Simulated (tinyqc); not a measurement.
Long-channel MOSFET, surface-potential model: potential, charge and velocity along the channel.

n-channel transistor on a uniformly doped p-type body, gradual-channel approximation, constant mobility, Boltzmann statistics, full ionisation. Potentials are counted from the neutral body; V is the electron quasi-Fermi potential, Vsb at the source and Vsb + Vds at the drain. Charges are magnitudes per area.

ni = sqrt(Nc Nv) exp(-Eg/(2 Vt)), Eg in volts; phiF = Vt ln(Na/ni); Cox = eps0 eox/tox; gamma = sqrt(2 q eps0 eps_r Na)/Cox. The surface potential psi at channel potential V solves Vgs + Vsb - Vfb - psi = gamma sqrt(G), G = psi - Vt + Vt exp((psi - 2 phiF - V)/Vt). Charge sheet: Qi = Cox gamma [sqrt(G) - sqrt(psi - Vt)]; I = mu (W/L) [integral of Qi dpsi from psi_0 to psi_L (drift) + Vt (Qi0 - QiL) (diffusion)], with psi_0 at V = Vsb and psi_L at V = Vsb + Vds. The current is the same at every point, so the place y where the channel potential is Vsb + v follows from y/L = I(Vds = v)/I(Vds); the mean carrier velocity is I/(W Qi).

Inputs (values chosen for the exercise); material values close to those of silicon: temperature T = 300 K; band gap Eg = 1.11 eV; relative permittivity of the semiconductor eps_r = 11.8; conduction-band density of states at T Nc = 2.76e19 cm^-3; valence-band density of states at T Nv = 2.7e19 cm^-3; acceptor density of the body Na = 1.2e17 cm^-3; relative permittivity of the gate insulator eox = 24.2; insulator thickness tox = 38 nm; flat-band voltage Vfb = -0.75 V; channel mobility mu = 280 cm^2/(V s); gate width W = 20 um; gate length L = 1 um; source-body reverse bias Vsb = 0 V; gate-source voltage Vgs = 1.53 V; drain-source voltage Vds = 0.2 V.

Constants: q = 1.602176634e-19 C, kB = 1.380649e-23 J/K, Vt = kB T/q, eps0 = 8.8541878128e-14 F/cm where lengths are in cm. Results are converted to the units shown.

Along the channel:

| v (V) | psi (V) | Qi (nC/cm^2) | y/L | velocity (cm/s) |
|---|---|---|---|---|
| 0.025 | 1.013 | 515.6 | 0.1398 | 5.020e5 |
| 0.05 | 1.036 | 499.7 | 0.2754 | 5.179e5 |
| 0.075 | 1.060 | 483.9 | 0.4067 | 5.348e5 |
| 0.1 | 1.084 | 468.2 | 0.5338 | 5.529e5 |
| 0.125 | 1.108 | 452.4 | 0.6566 | 5.721e5 |
| 0.15 | 1.132 | 436.8 | 0.7753 | 5.926e5 |
| 0.175 | 1.155 | 421.1 | 0.8897 | 6.146e5 |
| 0.2 | 1.179 | 405.6 | 1.000 | 6.382e5 |

What does the comparison show?

Half of the listed voltage range, v = 0.1 V, is reached at y/L = 0.534. The charge falls from 516 to 406 nC/cm^2 over the rows, so the velocity rises by a factor of 1.27 to keep the current constant.

Program tinyqc, `OMP_NUM_THREADS=1 python tinyqc.py 2360004 2360005 out.jsonl`; Intel Xeon 2.30GHz, shared host, one thread, about 0.03 s.
